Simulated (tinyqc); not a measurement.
Spectrum around the gap: Franz-Keldysh effect at a direct gap.

Parabolic bands, vertical transitions, no excitons. For each hole band j: mr = me mj/(me + mj); joint density of states J_j(E) = (mr/c)^(3/2) sqrt(E - Eg)/(2 pi^2), both spins, c = hbar^2/2m0; averaged matrix element |e.p|^2 = m0 Ep/6; alpha_j(E) = 4 pi^2 alpha_f c Ep J_j/(3 nr E) in 1/angstrom (alpha_f the fine-structure constant, listed as alpha among the constants), times 1e8 for 1/cm.

In a field Fd (1 kV/cm = 1e-5 V/angstrom) the electro-optic energy of band j is th = (c (e Fd)^2/mr)^(1/3), and sqrt(E - Eg) in J_j is replaced by pi sqrt(th) [Ai'(b)^2 - b Ai(b)^2] with b = (Eg - E)/th; Ai is the Airy function.

Constants: hbar^2/2m0 = 3.80998211 eV angstrom^2; fine-structure constant alpha = 0.007297352564.

Values chosen for the exercise (near those of InP; the results hold for these values, not for the real material):
```
symbol  value   unit   meaning
Eg      1.352   eV     direct gap
me      0.0783  m0     electron mass
mhh     0.608   m0     heavy-hole mass
mlh     0.0909  m0     light-hole mass
Ep      21.3    eV     Kane energy
nr      3.41           refractive index
Fd      160     kV/cm  uniform field
```

Absorption (1/cm):
```
E - Eg (eV)  alpha(0)   alpha(F)  change
-0.1300             0      3.407       3
-0.1040             0      14.50      14
-0.0780             0      56.06      56
-0.0520             0      193.7     194
-0.0260             0      587.2     587
0.0000              0       1528    1528
0.0260           4900       3337   -1563
0.0520           6801       5977    -824
0.0780           8178       8621     443
0.1040           9275  1.006e+04     788
0.1300          10187  1.023e+04      40
0.2080          12242  1.240e+04     163
0.2600          13245  1.332e+04      72
```

Give the missing row, E - Eg (eV) = 0.1560.

Computed row:
```
E - Eg (eV)  alpha(0)   alpha(F)  change
0.1560          10967  1.057e+04    -394
```

At the gap alpha(F) = 1528 1/cm; 104.0 meV below it 14.5 1/cm remain, the tail falling as exp(-(4/3) b^(3/2)). Among the energies listed the largest rise is 1528 1/cm at E - Eg = 0.0 meV and the largest fall -1563 1/cm at 26.0 meV. It changes sign between 0.0 and 26.0 meV, between 52.0 and 78.0 meV, between 130.0 and 156.0 meV and between 156.0 and 208.0 meV; th is 52.0 meV for heavy holes and 61.4 meV for light holes.

Program tinyqc; command `OMP_NUM_THREADS=1 python tinyqc.py 1650998 1650999 out.jsonl`; about 0.01 s on one thread of a shared Intel(R) Xeon(R) Processor @ 2.30GHz.
